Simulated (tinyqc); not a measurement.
Tail absorption against field: Franz-Keldysh effect at a direct gap.

Parabolic bands, vertical transitions, no excitons. For each hole band j: mr = me mj/(me + mj); joint density of states J_j(E) = (mr/c)^(3/2) sqrt(E - Eg)/(2 pi^2), both spins, c = hbar^2/2m0; averaged matrix element |e.p|^2 = m0 Ep/6; alpha_j(E) = 4 pi^2 alpha_f c Ep J_j/(3 nr E) in 1/angstrom (alpha_f the fine-structure constant, listed as alpha among the constants), times 1e8 for 1/cm.

In a field Fd (1 kV/cm = 1e-5 V/angstrom) the electro-optic energy of band j is th = (c (e Fd)^2/mr)^(1/3), and sqrt(E - Eg) in J_j is replaced by pi sqrt(th) [Ai'(b)^2 - b Ai(b)^2] with b = (Eg - E)/th; Ai is the Airy function.

Constants: hbar^2/2m0 = 3.80998211 eV angstrom^2; fine-structure constant alpha = 0.007297352564.

Inputs chosen for the exercise (near those of InP; shifted at random, so the results belong to these values and not to a real crystal):
```
symbol  value   unit  meaning
Eg      1.317   eV    direct gap
me      0.0793  m0    electron mass
mhh     0.579   m0    heavy-hole mass
mlh     0.0891  m0    light-hole mass
Ep      20.4    eV    Kane energy
nr      3.35          refractive index
det     60      meV   detuning below the gap
```

At E = Eg - det; the field takes the values listed. The last column is the length for 10 dB of loss.

Results:
```
Fd (kV/cm)  th heavy (meV)  b heavy  alpha (1/cm)  length (micrometre)
10                    8.17    7.340      2.32e-08             9.91e+11
20                   12.98    4.624       0.00141             1.63e+07
40                   20.60    2.913         0.577             3.99e+04
60                   26.99    2.223          5.37             4.29e+03
100                  37.94    1.581          38.4                  599
150                  49.72    1.207           116                  199
250                  69.89    0.858           318                 72.4
400                  95.61    0.628           626                 36.8
```

What does the comparison show, and why?

alpha grows by 8.4 decades from 10 to 60 kV/cm and by a factor 1.97 over the last step, where the field grows by 1.6: the exponent (4/3) b^(3/2) goes as 1/Fd, so the gain is steep only while b > 1 (deep in the tail the light-hole pair, with its smaller b, carries most of it), that is up to 150 kV/cm of those listed. Values below about 10 1/cm lie under the Urbach and exciton tails of a real crystal, left out here.

(tinyqc, `OMP_NUM_THREADS=1 python tinyqc.py 1680639 1680640 out.jsonl`, Intel(R) Xeon(R) Processor @ 2.30GHz, 1 thread, shared host, about 0.01 s.)
